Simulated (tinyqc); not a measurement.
One-electron ion in a basis of Gaussians, step by step. One step of it, computed by the program tinyqc.

Task: Generalised eigenproblem. Solve H C = S C e through S^(-1/2); each column has its largest component positive (the first on a tie).

H = T + V (hartree):
$$\begin{pmatrix}
-0.319319 & -0.311318 & -0.216150 & -0.120718 & -0.060049 & -0.028280 & -0.012991 \\
-0.311318 & -0.430958 & -0.410648 & -0.308786 & -0.185828 & -0.096694 & -0.046715 \\
-0.216150 & -0.410648 & -0.402235 & -0.348316 & -0.351402 & -0.258125 & -0.148194 \\
-0.120718 & -0.308786 & -0.348316 & 0.287126 & 0.435461 & -0.086310 & -0.267728 \\
-0.060049 & -0.185828 & -0.351402 & 0.435461 & 3.331758 & 3.748573 & 1.351387 \\
-0.028280 & -0.096694 & -0.258125 & -0.086310 & 3.748573 & 13.984102 & 15.175522 \\
-0.012991 & -0.046715 & -0.148194 & -0.267728 & 1.351387 & 15.175522 & 48.070802
\end{pmatrix}$$

S:
$$\begin{pmatrix}
1.000000 & 0.710202 & 0.294718 & 0.092446 & 0.025864 & 0.006936 & 0.001833 \\
0.710202 & 1.000000 & 0.709949 & 0.294652 & 0.092437 & 0.025851 & 0.006935 \\
0.294718 & 0.709949 & 1.000000 & 0.710103 & 0.294797 & 0.092456 & 0.025865 \\
0.092446 & 0.294652 & 0.710103 & 1.000000 & 0.710166 & 0.294747 & 0.092468 \\
0.025864 & 0.092437 & 0.294797 & 0.710166 & 1.000000 & 0.710028 & 0.294736 \\
0.006936 & 0.025851 & 0.092456 & 0.294747 & 0.710028 & 1.000000 & 0.710149 \\
0.001833 & 0.006935 & 0.025865 & 0.092468 & 0.294736 & 0.710149 & 1.000000
\end{pmatrix}$$

Give: eigenvalues of S; eigenvalues; coefficients.

Result:

eigenvalues of S: [0.0416, 0.1041, 0.2556, 0.5737, 1.1511, 1.9998, 2.8742]

eigenvalues (hartree): [-0.4999, -0.2193, 0.0979, 1.5255, 6.6295, 23.3302, 77.8992]

coefficients:
$$\begin{pmatrix}
0.0658 & 1.2035 & -1.0079 & 0.3862 & -0.1658 & -0.0783 & -0.0380 \\
0.5646 & -0.4305 & 1.9972 & -1.1474 & 0.5123 & 0.2402 & 0.1159 \\
0.4097 & -0.3016 & -1.3631 & 2.0024 & -1.1060 & -0.5256 & -0.2509 \\
0.0988 & -0.0696 & -0.0184 & -1.7557 & 1.9020 & 1.0453 & 0.5000 \\
0.0197 & -0.0122 & -0.0620 & 0.1697 & -1.8664 & -1.8016 & -0.9645 \\
0.0027 & -0.0019 & 0.0050 & -0.0692 & 0.2532 & 1.8425 & 1.6372 \\
0.0006 & -0.0004 & -0.0026 & 0.0090 & -0.0582 & -0.2103 & -1.6139
\end{pmatrix}$$

For Z = 2 and l = 1 the exact lowest level is -Z^2/(2 n^2) with n = l + 1: -0.500000 hartree.
